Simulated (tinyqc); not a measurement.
Strength of the heavy-light coupling: shallow acceptor in the spherical four-band model.

The ground state 1S3/2 has an L = 0 part f(r) and an L = 2 part g(r). In units of Ry* and a*, with Gaussians f_i = exp(-a_i r^2), g_i = r^2 exp(-a_i r^2), A = a_i + a_j and I(n) = Gamma((n + 1)/2)/(2 A^((n + 1)/2)): S_ff = I(2), S_gg = I(6), H_ff = (6 a_i a_j/A) I(2) - 2 I(1), H_gg = (14 a_i a_j/A) I(6) - 2 I(5), H_fg = -mu [15 I(2) - 20 a_j I(4) + 4 a_j^2 I(6)]; each function is then normalised. The split-off band is left out.

Converged values use 22 exponents 2.2^i, i = -7 to 14, for f and for g.

Inputs chosen for the exercise (out of a larger set: near those of a shallow acceptor in InP; not measured data): mus = (0.17, 0.37, 0.5, 0.65, 0.76, 0.81, 0.92) (couplings).

Ry* = 17.1748 meV

Converged values in Ry* and a*; the heavy-mass hydrogen model gives 1/(1 - mu).

Results:
```
mu    binding (Ry*)  1/(1 - mu)  ratio  L = 2 weight  <r> (a*)  binding (meV)
0.17          1.027       1.205  0.852         0.012     1.467           17.6
0.37          1.142       1.587  0.720         0.059     1.340           19.6
0.50          1.299       2.000  0.649         0.110     1.200           22.3
0.65          1.653       2.857  0.579         0.190     0.970           28.4
0.76          2.217       4.167  0.532         0.267     0.744           38.1
0.81          2.695       5.263  0.512         0.307     0.621           46.3
0.92          5.863      12.500  0.469         0.408     0.298          100.7
```

How do the results move, and what explains it?

The binding starts as 1 + O(mu^2), 1.027 at mu = 0.17, since the coupling enters in second order, and reaches 5.86 at mu = 0.92. The ratio to the heavy-mass model falls from 0.85 to 0.47, towards about 0.44 as mu goes to 1: the bound hole is only partly heavy. The L = 2 weight grows to 0.41 and the radius shrinks by a factor 4.9.

(tinyqc, `OMP_NUM_THREADS=1 python tinyqc.py 1250645 1250646 out.jsonl`, Intel(R) Xeon(R) Processor @ 2.30GHz, 1 thread, shared host, about 0.05 s.)
